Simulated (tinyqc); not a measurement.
Inside a calculation. Method: MP2 on RHF in the 6-31g basis, for H4, spin multiplicity 1. One step of it, computed by the program tinyqc.

Question. Iteration 7 (converged): orbitals. Diagonalise F' = X^T F X, C = X C', fill 2 alpha and 2 beta electrons from the bottom; D = 2 C_occ C_occ^T. Each column has its largest component positive (the first on a tie).

converged F (hartree), lower triangle:
```
           1H 1s      1H 2s      2H 1s      2H 2s      3H 1s      3H 2s      4H 1s      4H 2s
1H 1s  -0.024577
1H 2s  -0.498571  -0.350902
2H 1s  -0.550537  -0.541889  -0.125998
2H 2s  -0.492116  -0.412809  -0.587943  -0.474030
3H 1s  -0.110660  -0.226639  -0.369038  -0.428401  -0.125998
3H 2s  -0.251968  -0.289739  -0.428401  -0.411832  -0.587943  -0.474030
4H 1s   0.020961  -0.065107  -0.110660  -0.251968  -0.550537  -0.492116  -0.024577
4H 2s  -0.065107  -0.141655  -0.226639  -0.289739  -0.541889  -0.412809  -0.498571  -0.350902
```

X, lower triangle:
```
           1H 1s      1H 2s      2H 1s      2H 2s      3H 1s      3H 2s      4H 1s     4H 2s
1H 1s   1.301745
1H 2s  -0.451435   2.430217
2H 1s  -0.179610   0.153304   1.324693
2H 2s  -0.086085  -2.117927  -0.654221   4.905081
3H 1s   0.040364   0.019568  -0.098078   0.079911   1.324693
3H 2s   0.172296   0.991369   0.079911  -3.160269  -0.654221   4.905081
4H 1s  -0.032294  -0.051165   0.040364   0.172296  -0.179610  -0.086085   1.301745
4H 2s  -0.051165  -0.291402   0.019568   0.991369   0.153304  -2.117927  -0.451435  2.430217
```

Give: F' = X^T F X; orbital energies; coefficients C; D after iteration 7.

Answer.

F' = X^T F X (hartree), lower triangle:
```
        1       2       3       4       5       6       7      8
1   0.651
2  -0.552   0.265
3  -0.508  -0.079   0.620
4  -0.210  -0.218  -0.612   0.545
5   0.116  -0.007  -0.293  -0.096   0.620
6   0.064  -0.087  -0.096  -0.275  -0.612   0.545
7  -0.030   0.007   0.116   0.064  -0.508  -0.210   0.651
8   0.007   0.039  -0.007  -0.087  -0.079  -0.218  -0.552  0.265
```

orbital energies (hartree): MO1 -0.739, MO2 -0.479, MO3 0.209, MO4 0.424, MO5 0.793, MO6 1.107, MO7 1.260, MO8 1.586

coefficients C:
```
         MO1     MO2     MO3     MO4     MO5     MO6     MO7     MO8
1H 1s  0.184   0.265   0.128   0.131  -0.560  -0.745  -0.763   0.621
1H 2s  0.105   0.212   1.189  -2.404   0.229  -0.936   1.260  -1.389
2H 1s  0.268   0.209  -0.166   0.172  -0.534  -0.435   0.746  -1.026
2H 2s  0.176   0.412  -0.843   3.969   0.579   3.793  -1.118   2.711
3H 1s  0.268  -0.209  -0.166  -0.172  -0.534   0.435   0.746   1.026
3H 2s  0.176  -0.412  -0.843  -3.969   0.579  -3.793  -1.118  -2.711
4H 1s  0.184  -0.265   0.128  -0.131  -0.560   0.745  -0.763  -0.621
4H 2s  0.105  -0.212   1.189   2.404   0.229   0.936   1.260   1.389
```

D after iteration 7, lower triangle:
```
        1H 1s   1H 2s   2H 1s   2H 2s  3H 1s  3H 2s  4H 1s  4H 2s
1H 1s   0.208
1H 2s   0.151   0.112
2H 1s   0.210   0.145   0.231
2H 2s   0.283   0.212   0.267   0.402
3H 1s  -0.012  -0.032   0.056  -0.078  0.231
3H 2s  -0.153  -0.138  -0.078  -0.277  0.267  0.402
4H 1s  -0.072  -0.073  -0.012  -0.153  0.210  0.283  0.208
4H 2s  -0.073  -0.068  -0.032  -0.138  0.145  0.212  0.151  0.112
```
